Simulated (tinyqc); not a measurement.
Atomic layer deposition: Langmuir saturation, growth per cycle and coating of deep features: one step, computed by the program tinyqc. Command: `OMP_NUM_THREADS=1 python tinyqc.py 3010927 3010928 out.jsonl ald walk`. One thread of a shared host (Intel(R) Xeon(R) Processor @ 2.30GHz), about 0.05 s of CPU time with the checks.

Precursor A sticks only on free sites, so a long enough pulse saturates; co-reactant B then frees the sites again.

Task: Steady growth per cycle. One cycle from coverage th0: pulse A gives th1 = th_s + (th0 - th_s) exp(-(k_a + k_d) t), th_s = k_a/(k_a + k_d); the purge leaves th2 = th1 exp(-k_d t_p); pulse B converts c_B th2 into film and leaves th3 = (1 - c_B) th2. Growth = G c_B th2. The periodic state has th0 = th3: th0 = (1 - c_B) e_p th_s (1 - e_a)/(1 - (1 - c_B) e_p e_a), with e_a = exp(-(k_a + k_d) t), e_p = exp(-k_d t_p). Share of impinging molecules used = q (th1 - th0)/(F t).

Inputs (values chosen for the exercise, modelled on titanium nitride from the chloride and ammonia):
```
quantity,value,unit
site density q,1.8,1/nm^2
growth per cycle at saturation G,0.32,angstrom
temperature T,350,C
pulse time t,0.0068,s
co-reactant completion per pulse c_B,0.999,-
purge time t_p,9.7,s
```

k_a = 912.4846 1/s

k_d = 0.02769161 1/s

flux F = 49771.89 1/(nm^2 s)

Give: coverage after pulse A; growth per cycle; share of impinging molecules used.

Result:

coverage after pulse A = 0.9980

growth per cycle = 0.2439 angstrom

share of impinging molecules used = 0.005303

The pulse is 6.20 filling times long: saturated. Desorption in the purge removes 23.6 % of the layer: the temperature window closes from above. Caution: many metal-organic precursors decompose at such temperatures, which adds growth left out here.
